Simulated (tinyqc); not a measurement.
UHF in the 3-21g basis, for H2, spin multiplicity 1, step by step. Computed by tinyqc, a small Python program that keeps every step (integrals from PySCF). Settings: charge = 0, multiplicity = 1, basis = 3-21g, energy threshold = 1e-10, iteration cap = 87, orthogonalisation = symmetric, start = core, DIIS depth = 0, method = UHF, break = 0.2. Command: `OMP_NUM_THREADS=1 python tinyqc.py 30660 30661 out.jsonl` (the two numbers bound the seeds that draw the settings). One thread of a shared host (Intel(R) Xeon(R) Processor @ 2.60GHz), about 0.09 s of CPU time with the checks.

Geometry (angstrom):
```
atom         x         y         z
H     0.000000  0.000000  0.000000
H     0.000000  0.000000  1.140000
```

Stop when the energy changes by less than 1e-10 hartree and every element of the error matrix X^T (F D S - S D F) X (for each spin) is below 3e-06.

Course of the cycle:
```
iteration  E (hartree)     change  largest element of the error matrix
1          -1.04082461          -                             6.82e-02
2          -1.06116578  -2.03e-02                             1.32e-02
3          -1.06201902  -8.53e-04                             5.07e-03
4          -1.06230980  -2.91e-04                             3.54e-03
5          -1.06253436  -2.25e-04                             3.03e-03
6          -1.06271815  -1.84e-04                             2.75e-03
7          -1.06287083  -1.53e-04                             2.52e-03
8          -1.06299918  -1.28e-04                             2.31e-03
9          -1.06310817  -1.09e-04                             2.14e-03
10         -1.06320156  -9.34e-05                             1.98e-03
11         -1.06328224  -8.07e-05                             1.85e-03
12         -1.06335242  -7.02e-05                             1.73e-03
13         -1.06341386  -6.14e-05                             1.62e-03
14         -1.06346796  -5.41e-05                             1.52e-03
...                ...        ...                                  ...
74         -1.06400292  -5.58e-07                             1.57e-04
75         -1.06400344  -5.23e-07                             1.52e-04
76         -1.06400394  -4.91e-07                             1.47e-04
77         -1.06400440  -4.61e-07                             1.43e-04
78         -1.06400483  -4.33e-07                             1.38e-04
79         -1.06400524  -4.07e-07                             1.34e-04
80         -1.06400562  -3.82e-07                             1.30e-04
81         -1.06400598  -3.59e-07                             1.26e-04
82         -1.06400632  -3.37e-07                             1.22e-04
83         -1.06400663  -3.17e-07                             1.18e-04
84         -1.06400693  -2.97e-07                             1.15e-04
85         -1.06400721  -2.79e-07                             1.11e-04
86         -1.06400747  -2.62e-07                             1.08e-04
87         -1.06400772  -2.47e-07                             1.04e-04
```

Can the last value be used, and what does the course show?

Not by the stop rule, although the second column moves by less than 1e-06 over the last three steps. Not converged within the cap of 87 iterations: the residual falls steadily but slowly, by a factor of about 0.97 a step. Reruns (cap 100 unless said): DIIS 8: converged in 12; damping 0.5: not converged; level shift 0.5: not converged; atomic densities as start, DIIS 8: converged in 5; the original settings with a cap of 400: converged in 213. PySCF UHF in the same basis, after a stability check = -1.06401156 hartree.
